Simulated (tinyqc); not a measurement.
Double-gate transistor below threshold, two-dimensional Poisson equation on a small mesh: two steps of the calculation.

Half of a symmetric double-gate structure: row 0 is the mid-plane of the body, where the normal field vanishes. Mobile charge is neglected (subthreshold), the body is fully depleted, and potentials are counted from the intrinsic level; rows run upward to the gate, columns from source to drain.

Values chosen for this exercise; semiconductor permittivity close to that of silicon:

| symbol | value | unit | meaning |
|---|---|---|---|
| T | 350 | K | temperature |
| eps_r | 11.8 |  | relative permittivity of the semiconductor |
| eox | 22 |  | relative permittivity of the insulator |
| tb | 6 | nm | half the body thickness |
| tox | 3.7 | nm | insulator thickness |
| L | 42 | nm | channel length |
| Na | 0 | cm^-3 | acceptor density of the depleted body |
| Vbi | 0.6 | V | potential of the source |

Constants: q = 1.602176634e-19 C, kB = 1.380649e-23 J/K, Vt = kB T/q, eps0 = 8.8541878128e-14 F/cm where lengths are in cm. Results are converted to the units shown.

Task 1. Coefficients of the five-point equations. Mesh: rows i = 0..3 in the semiconductor (step hs = tb/3, row 3 on the interface), then 1 step(s) ho = tox/1 up to the gate row 4; columns j = 0..6 (step hy = L/6). Box integration, divided by eps0: up_i = eps hy/h of the interval above row i, dn_i = that of the interval below (0 for row 0), lat_i = (sum of eps h/2 over the intervals above and below)/hy, s_i = -q Na w_i hy/eps0 with w_i the semiconductor height of the box (hs/2 for row 0 and the interface row, hs between, 0 in the insulator). Each free node obeys (up + dn + 2 lat) psi = up psi(above) + dn psi(below) + lat [psi(left) + psi(right)] + s.

Find: up; dn; lat; s.

Result 1.

```
row     up     dn    lat  s (V)
0    41.30      0  1.686      0
1    41.30  41.30  3.371      0
2    41.30  41.30  3.371      0
3    41.62  41.30  7.500      0
```

Task 2. Barrier, swing and barrier lowering. The barrier is read along row 0, the path farthest from the gate. Take the node j of lowest psi: barrier Vbi - psi_j; swing Vt ln 10/(d psi_j/dVg); DIBL = (d psi_j/dVd)/(d psi_j/dVg). The derivatives solve the same equations with s = 0 and a unit change of that voltage.

converged psi (V):
```
              j=0         j=1         j=2         j=3         j=4         j=5         j=6
row 0   0.6000000   0.1433404  -0.0267593  -0.0546545   0.0247014   0.3226219   1.1000000
row 1   0.6000000   0.1316441  -0.0325635  -0.0590321   0.0157804   0.3030522   1.1000000
row 2   0.6000000   0.0951193  -0.0496118  -0.0716776  -0.0104842   0.2418762   1.1000000
row 3   0.6000000   0.0291946  -0.0766736  -0.0911197  -0.0523542   0.1312503   1.1000000
row 4  -0.1200000  -0.1200000  -0.1200000  -0.1200000  -0.1200000  -0.1200000  -0.1200000
```

d psi/dVg on row 0: j=0 0.00000000, j=1 0.63610193, j=2 0.87734940, j=3 0.93263352, j=4 0.87734940, j=5 0.63610193, j=6 0.00000000
d psi/dVd on row 0: j=0 0.0000000, j=1 0.0026676, j=2 0.0098646, j=3 0.0336832, j=4 0.1127860, j=5 0.3612305, j=6 1.0000000

Wanted: j; barrier; swing; DIBL.

Result 2.

j = 3
barrier = 0.6547 V
swing = 74.46 mV/decade
DIBL = 36.12 mV/V

tinyqc, about 0.1 s, one thread, Intel Xeon 2.30GHz (shared host): `OMP_NUM_THREADS=1 python tinyqc.py 2480070 2480071 out.jsonl`
